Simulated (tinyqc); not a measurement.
Changing the width W: thermal, flicker and telegraph noise of a field-effect transistor. Computed by tinyqc, a small Python program. Command: `OMP_NUM_THREADS=1 python tinyqc.py 3015284 3015285 out.jsonl noise sweep`. One thread of a shared host (Intel(R) Xeon(R) Processor @ 2.30GHz), about 0.01 s of CPU time with the checks.

Strong inversion, threshold roll-off and channel-length modulation left out; noise sources are uncorrelated and are given as one-sided spectral densities. The drain voltage is 50 mV.

Inputs (values chosen for the exercise, modelled on a silicon n-channel):
```
quantity                      value         unit
length L                         28           nm
electrical oxide thickness t    1.8           nm
mobility mu                     450   cm^2/(V s)
overdrive V_ov                  0.5            V
oxide trap density N_t        2e+16  1/(eV cm^3)
oxide barrier phi               1.8           eV
oxide mass m_ox                0.49          m_0
frequency f                    4000           Hz
temperature T                   200            K
```

Operating region: linear. Flicker model: number fluctuation.

Constants: eps_0 = 8.8541878128e-12 F/m; hbar = 1.054571817e-34 J s; m_0 = 9.1093837015e-31 kg; e = 1.602176634e-19 C; k_B = 8.617333262e-05 eV/K; k_B = 1.380649e-23 J/K.

Method:
- C_ox = 3.9 eps_0/t; I = mu C_ox (W/L) V_ov V_D; g_m = I/V_ov; g_d0 = I/V_D.
- Tunnelling length lambda = hbar/(2 sqrt(2 m_ox phi)); flat-band noise S_Vfb = e^2 k_B T lambda N_t/(W L C_ox^2 f). S_I = g_m^2 S_Vfb.
- Thermal: S_I = 4 k_B T g_d0; input-referred S_V = S_I/g_m^2; corner f_c where flicker equals thermal.
- Total input noise from 1 Hz to f_c: sqrt(S_V,thermal [f_c ln(f_c/1 Hz) + f_c - 1 Hz]).
- Active traps per decade of time constant: N_dec = N_t k_B T W L lambda ln(10); a single trap at the interface shifts the threshold by e/(W L C_ox) and the current by g_m times that; tunnelling depth for frequency f, z = lambda ln(1/(2 pi f tau_0)), tau_0 = 1e-10 s.

One run for each value; columns: (1) width W (micrometre); (2) input noise up to f_c (microvolt); (3) input-referred thermal noise (nV/sqrt(Hz)); (4) corner frequency f_c (Hz); (5) traps per decade:
```
(1)      (2)    (3)        (4)        (5)
0.031  208.0  48.08  1.245e+06  7.159e-05
0.083  127.1  29.38  1.245e+06  1.917e-04
0.22    78.1  18.05  1.245e+06  5.081e-04
0.58    48.1  11.11  1.245e+06  1.339e-03
1.5     29.9   6.91  1.245e+06  3.464e-03
4       18.3   4.23  1.245e+06  9.238e-03
11      11.0   2.55  1.245e+06  2.540e-02
28       6.9   1.60  1.245e+06  6.466e-02
```

Over the rows, input noise up to f_c (microvolt) falls from 208 to 6.92 (exponent d ln y / d ln x about -0.50 throughout); input-referred thermal noise (nV/sqrt(Hz)) falls from 48.1 to 1.60 (exponent d ln y / d ln x about -0.50 throughout); corner frequency f_c (Hz) does not change. The exponent of input-referred thermal noise stays at -0.50: parallel devices average. The exponent of corner frequency f_c stays at 0: both noises scale as 1/W at the input.

Caution (all rows): fewer than one trap per decade of time constant is active, so one device shows telegraph steps and the 1/f law is only a mean over many devices.
